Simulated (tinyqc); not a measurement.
## Floating body of a partially depleted SOI transistor: body voltage and kink: transfer curve and swing

Source at 0 V. Channel current Ic = 2 nf K Vt^2 [F(0) - F(Vd)](1 + la Vd), F(V) = ln^2(1 + exp((Vg - VT - nf V)/(2 nf Vt))), VT = VT0 - gb Vb. Saturation voltage Vs = 2 Vt sqrt(F(0)) + 3 Vt, excess Ve = (Vd - Vs + sqrt((Vd - Vs)^2 + 0.0004 V^2))/2, multiplication M1 = Ai Ve exp(-Bl/Ve). Each junction passes D(v) = J1 (exp(v/Vt) - 1) + J2 (exp(v/(2 Vt)) - 1). Bipolar current Ib = bb J1 (exp(Vb/Vt) - 1). The body settles where M1 (Ic + Ib) = D(Vb) + D(Vb - Vd) + Vb/Rb; drain current Id = (1 + M1)(Ic + Ib) - D(Vb - Vd).

Rows with more than one solution for Vb (latch) are left out; dId/dVd by a forward difference over 1e-4 V, swing = 1e-4 V over the change of log10 Id; M1 under 1e-12 is printed as 0.

Values chosen for this exercise; values of the order met in partially depleted silicon-on-insulator transistors:

| symbol | value | unit | meaning |
|---|---|---|---|
| T | 300 | K | temperature |
| VT0 | 0.47 | V | threshold at zero body voltage |
| gb | 0.31 |  | fall of the threshold per volt of body voltage |
| nf | 1.44 |  | slope factor |
| K | 260 | uA/(V^2 um) | gain factor per width |
| la | 0.06 | 1/V | channel-length modulation factor |
| Ai | 3.6 | 1/V | impact-ionisation prefactor |
| Bl | 7.4 | V | impact-ionisation voltage |
| J1 | 4e-12 | uA/um | diffusion saturation current of each junction |
| J2 | 2.7e-9 | uA/um | recombination saturation current of each junction |
| bb | 1 |  | gain of the lateral bipolar transistor on the diffusion current |
| Rb | 9000 | kohm um | resistance of a weak body tie to the source (1e9 stands for no tie, and the term is then dropped) |
| Vd | 1.9 | V | drain voltage |

Constants: q = 1.602176634e-19 C, kB = 1.380649e-23 J/K, Vt = kB T/q. Results are converted to the units shown.

Transfer curve and swing:
columns A: Vg (V); B: Vb (V); C: M1; D: Id, floating (uA/um); E: Id, grounded (uA/um); F: ratio; G: swing, floating (mV/decade); H: swing, grounded (mV/decade)
```
A            B        C         D         E      F      G      H
0.02  3.209e-6   0.1131  3.486e-6  3.486e-6  1.000  85.89  85.89
0.12  4.643e-5   0.1130  5.080e-5  5.078e-5  1.000  86.08  86.12
0.22  6.651e-4   0.1126  7.303e-4  7.263e-4  1.005  86.75  87.22
0.32  0.009397   0.1110   0.01045  0.009708  1.076  84.83  91.28
0.42    0.6276  0.08258     2.751    0.1051  26.18  180.4  104.9
0.52    0.6537  0.06596     7.386    0.7186  10.28  296.9  141.5
0.62    0.6660  0.05156     14.14     2.761  5.119  420.8  210.7
0.72    0.6724  0.03952     22.81     6.840  3.335  547.3  306.5
0.82    0.6752  0.02964     33.31     13.02  2.559  673.3  416.5
```

What does the comparison show?

Vb rises from 3.21e-6 to 0.675 V. The smallest swing among the rows is 84.8 mV a decade with a floating body (at Vg = 0.32 V) and 85.9 with a grounded one; Vt ln 10 = 59.5. The floating swing is smaller by more than 3 % for Vg = 0.32 V, where the rising Vb lowers the threshold as Vg rises. In the first row the floating body raises the current by a factor of 1.00.

Range of the model: The multiplication law is an empirical form chosen for the exercise; self-heating and capacitive coupling to the body are left out, and the linear laws are rough once Vb passes about 0.7 V or M1 about 0.1.

Computed by the program tinyqc: `OMP_NUM_THREADS=1 python tinyqc.py 2182193 2182194 out.jsonl`, one thread of a shared Intel Xeon 2.30GHz, about 0.2 s for the whole run.
